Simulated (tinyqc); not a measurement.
Round or elliptic silicon nanowire with anisotropic valleys (Ritz method), step by step. Values are carried at full precision from step to step, so a last printed digit may differ when a step is redone from the rounded ones.

Wire along x = [100] on a (001) wafer, y = [010], z = [001]. Valley groups, two valleys each (w = inverse masses): A, axis along z: w_y = 1/mt, w_z = 1/ml, m_x = mt; B, axis along y: w_y = 1/ml, w_z = 1/mt, m_x = mt; C, axis along x: w_y = w_z = 1/mt, m_x = ml.

Constants: hbar^2/2m0 = 3.80998211 eV angstrom^2; kB = 8.617333262e-05 eV/K.

Values chosen for the exercise (near those of a Si nanowire; not measured data): ml = 0.905 m0 (longitudinal mass); mt = 0.187 m0 (transverse mass); a = 30 angstrom (semi-axis along y); b = 30 angstrom (semi-axis along z); group = C (valley group worked out); T = 77 K (temperature).

## Stretching the ellipse

Scaling y by 1/sqrt(w_y) and z by 1/sqrt(w_z) makes the mass 1 and the semi-axes A = a/sqrt(w_y), B = b/sqrt(w_z). List them with the one-function estimate 3c (1/A^2 + 1/B^2) and the slender limit c (pi/2s)^2 (1 + 2s/(pi l)), s and l the smaller and larger of A, B; c = hbar^2/2m0.

Groups:

| group | g | A | B | axis ratio | one function (eV) | slender limit (eV) |
|---|---|---|---|---|---|---|
| A | 2 | 12.97 | 28.54 | 2.200 | 0.0819 | 0.0720 |
| B | 2 | 28.54 | 12.97 | 2.200 | 0.0819 | 0.0720 |
| C | 2 | 12.97 | 12.97 | 1.000 | 0.1358 | 0.0914 |

The one-function value suits axis ratios near 1 and the slender limit ratios well above 2.

## Matrices of three even functions

Hard wall on the ellipse (y/a)^2 + (z/b)^2 = 1, c = hbar^2/2m0. With u = y/a, v = z/b the operator is -c [(w_y/a^2) d2/du2 + (w_z/b^2) d2/dv2] on the unit disc. Basis (1 - u^2 - v^2) u^i v^j; S, X and Y are the disc integrals of f f', (df/du)(df'/du) and (df/dv)(df'/dv), from the integral of u^p v^q = 2 Gamma((p+1)/2) Gamma((q+1)/2)/((p + q + 2) Gamma((p+q+2)/2)) for even p, q; H = c (w_y X/a^2 + w_z Y/b^2).

Basis 1, u^2, v^2 times (1 - u^2 - v^2); form S and H for the chosen group.

S, lower triangle:
```
            1       u^2       v^2
1    1.047198
u^2  0.130900  0.039270
v^2  0.130900  0.013090  0.039270
```

H (meV), lower triangle:
```
            1      u^2      v^2
1    142.2390
u^2   23.7065  20.7432
v^2   23.7065   2.9633  20.7432
```

## Lowest level in this basis

Solve H p = E S p for the wire level; give E, the ratios p2/p1 and p3/p1, and H11/S11.

E = 130.9 meV

ratios: -0.39  -0.39

one function = 135.8 meV

The two added functions lower the level by 4.9 meV (3.6 %); the two ratios are close, as the stretched shape is nearly a circle.

## Subbands

Converged values use 21 functions of each parity class (e or o in u, then in v).

The nine lowest levels of all groups and parity classes.

Subbands:

| group, parity | g | m_x (m0) | E (eV) |
|---|---|---|---|
| A ee | 2 | 0.1870 | 0.0776 |
| B ee | 2 | 0.1870 | 0.0776 |
| A eo | 2 | 0.1870 | 0.1305 |
| B oe | 2 | 0.1870 | 0.1305 |
| C ee | 2 | 0.9050 | 0.1309 |
| A ee | 2 | 0.1870 | 0.2026 |
| B ee | 2 | 0.1870 | 0.2026 |
| A oe | 2 | 0.1870 | 0.2611 |
| B eo | 2 | 0.1870 | 0.2611 |

At 77 K and without degeneracy the populations go as g sqrt(m_x) exp(-E/kB T): among these nine the lowest level, shared by A ee and B ee, holds 100 % and the light transport mass mt 100 % of the electrons.

## Checks

- Circle of radius a with both masses mt against c (2.404826/R)^2/m, eV: both 0.1309.

Run: tinyqc, `OMP_NUM_THREADS=1 python tinyqc.py 1281846 1281847 out.jsonl`; Intel(R) Xeon(R) Processor @ 2.30GHz, one thread, shared host; about 0.06 s of CPU time with all checks.
